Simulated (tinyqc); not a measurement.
Inside a calculation: nanosheet or nanowire with hard walls, valleys of the Si type. Values are carried at full precision from step to step, so a last printed digit may differ when a step is redone from the rounded ones.

Six ellipsoidal valleys along the cube axes: inverse mass tensor w = 1/mt + (1/ml - 1/mt) a a^T with a the unit axis. Device axes: x along the channel, z = [001], y = z x x.

Constants: hbar^2/2m0 = 3.80998211 eV angstrom^2; hbar = 6.58211957e-16 eV s; e^2/h = 3.874045865e-05 S; kB = 8.617333262e-05 eV/K.

Parameters, chosen for this exercise (near those of Si; not measured data): ml = 0.905 m0 (longitudinal mass); mt = 0.193 m0 (transverse mass); channel = 110 (transport direction x on a (001) wafer); W = 145 angstrom (width, along y); H = 44 angstrom (height, along z = [001]); dE = 0.059 eV (EF above the lowest subband edge); T = 77 K (temperature); g_all = 6 (number of valleys).

## Valley masses for a [110] channel

Rotate w into the device axes and group equal valleys (|w_yz| counts); order by w_zz, then w_yy. 1/m_x = w_xx - w_xc w_c^-1 w_cx with c the block (y, z).

Valleys:
```
group  valleys g    w_yy    w_zz  |w_yz|  m_x (m0)
A              2  5.1813  1.1050  0.0000    0.1930
B              4  3.1432  5.1813  0.0000    0.5490
```

The lightest transport mass, 0.193 m0, belongs to group A.

## One-dimensional subbands

Hard walls around a W x H rectangle. The block w_c of w in (y, z) confines; the transport mass follows from 1/m_x = w_xx - w_xc w_c^-1 w_cx. The cross-section problem c (w_yy ky^2 + 2 w_yz ky kz + w_zz kz^2), c = hbar^2/2m0, is solved in products sin(n pi y/W) sin(l pi z/H), n, l = 1 to 12; if w_yz = 0 the levels are c pi^2 (w_yy n^2/W^2 + w_zz l^2/H^2). The w_yz term couples (n, l) to (n', l') by -2 c w_yz D_nn'(W) D_ll'(H) with D_nm(L) = 4 n m/(L (n^2 - m^2)) for n + m odd and 0 otherwise.

The ten lowest levels of all groups together, numbered within each group.

Subbands:
```
label  valleys g  m_x (m0)  E (eV)
A1             2    0.1930  0.0307
A2             2    0.1930  0.0585
A3             2    0.1930  0.0951
A4             2    0.1930  0.1049
B1             4    0.5490  0.1063
A5             2    0.1930  0.1229
B2             4    0.5490  0.1231
B3             4    0.5490  0.1512
A6             2    0.1930  0.1692
A7             2    0.1930  0.1697
```

The lowest subband is A1; the number of further ones in the list within kB T = 6.6 meV of it at 77 K is 0.

## Modes, density and velocity at zero temperature

With EF = E_lowest + dE, each subband below EF has k_F = sqrt(m_x (EF - E)/c), carries n = 2 g k_F/pi electrons per length (spin included), moves at v = 2 c k_F/(hbar m_x) and adds 2 g e^2/h to the ballistic conductance; c = hbar^2/2m0, 1 angstrom/s = 1e-8 cm/s.

Occupied subbands:
```
label  k_F (1/angstrom)  n (1/nm)  v (1e7 cm/s)
A1               0.0547     0.696          3.28
A2               0.0398     0.506          2.38
```

total n = 1.202 1/nm
ballistic conductance = 309.9 microsiemens

EF lies below the last listed level, so the count is complete for these valleys (other families, and non-parabolicity above about 0.2 eV, are left out): 2 subbands with 4 valley modes. The Fermi velocity, averaged with the densities as weights, is 2.90 x 1e7 cm/s; the mean over all filled states moving one way is half of it.

## Threshold shift from confinement

Without degeneracy the line density is N1 exp((EF - Ec)/kB T) with N1 = sum 2 g sqrt(m_x kB T/(4 pi c)) exp(-E/kB T), here over n, l up to 80 where w_yz = 0 and over all levels of a 12 x 12 sine basis otherwise; the classical value is W H Nc with Nc = 2 g_all (m_dos kB T/(4 pi c))^(3/2), m_dos = (ml mt^2)^(1/3); dVt = kB T ln(W H Nc/N1).

Form N1, W H Nc and dVt.

N1 = 0.002047 1/nm
W H Nc = 0.2293 1/nm
dVt = 31.3 mV

## Checks

- Lowest level of group A on a 40 x 40 difference grid against the sine basis, eV: both 0.031.

(tinyqc, `OMP_NUM_THREADS=1 python tinyqc.py 1281522 1281523 out.jsonl`, Intel(R) Xeon(R) Processor @ 2.30GHz, 1 thread, shared host, about 0.02 s.)
